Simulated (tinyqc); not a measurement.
Floating body of a partially depleted SOI transistor: body voltage and kink: one step of the calculation.

Source at 0 V. Channel current Ic = 2 nf K Vt^2 [F(0) - F(Vd)](1 + la Vd), F(V) = ln^2(1 + exp((Vg - VT - nf V)/(2 nf Vt))), VT = VT0 - gb Vb. Saturation voltage Vs = 2 Vt sqrt(F(0)) + 3 Vt, excess Ve = (Vd - Vs + sqrt((Vd - Vs)^2 + 0.0004 V^2))/2, multiplication M1 = Ai Ve exp(-Bl/Ve). Each junction passes D(v) = J1 (exp(v/Vt) - 1) + J2 (exp(v/(2 Vt)) - 1). Bipolar current Ib = bb J1 (exp(Vb/Vt) - 1). The body settles where M1 (Ic + Ib) = D(Vb) + D(Vb - Vd) + Vb/Rb; drain current Id = (1 + M1)(Ic + Ib) - D(Vb - Vd).

Question. Drain current with floating and with grounded body. Id and VT at the converged Vb, Id at Vb = 0, their ratio, and the bipolar share Ib/(Ic + Ib).

Inputs (values chosen for the exercise); values of the order met in partially depleted silicon-on-insulator transistors:
- T = 300 K (temperature)
- VT0 = 0.32 V (threshold at zero body voltage)
- gb = 0.18 (fall of the threshold per volt of body voltage)
- nf = 1.32 (slope factor)
- K = 450 uA/(V^2 um) (gain factor per width)
- la = 0.04 1/V (channel-length modulation factor)
- Ai = 1.03 1/V (impact-ionisation prefactor)
- Bl = 8.9 V (impact-ionisation voltage)
- J1 = 2.1e-13 uA/um (diffusion saturation current of each junction)
- J2 = 5.2e-8 uA/um (recombination saturation current of each junction)
- bb = 0.5 (gain of the lateral bipolar transistor on the diffusion current)
- Rb = 1e9 kohm um (resistance of a weak body tie to the source (1e9 stands for no tie, and the term is then dropped))
- Vg = 0.56 V (gate voltage)
- Vd = 2.5 V (drain voltage)

Constants: q = 1.602176634e-19 C, kB = 1.380649e-23 J/K, Vt = kB T/q. Results are converted to the units shown.

converged Vb = 0.74942620 V

Find: VT; Id, floating; Id, grounded; ratio; bipolar share.

Answer.

VT = 0.1851 V
Id, floating = 27.72 uA/um
Id, grounded = 11.46 uA/um
ratio = 2.420
bipolar share = 1.524 %

The body rises to 0.749 V and lowers the threshold by 135 mV.

Range of the model: The multiplication law is an empirical form chosen for the exercise; self-heating and capacitive coupling to the body are left out, and the linear laws are rough once Vb passes about 0.7 V or M1 about 0.1.

tinyqc, about 0.2 s, one thread, Intel Xeon 2.30GHz (shared host): `OMP_NUM_THREADS=1 python tinyqc.py 2182070 2182071 out.jsonl`
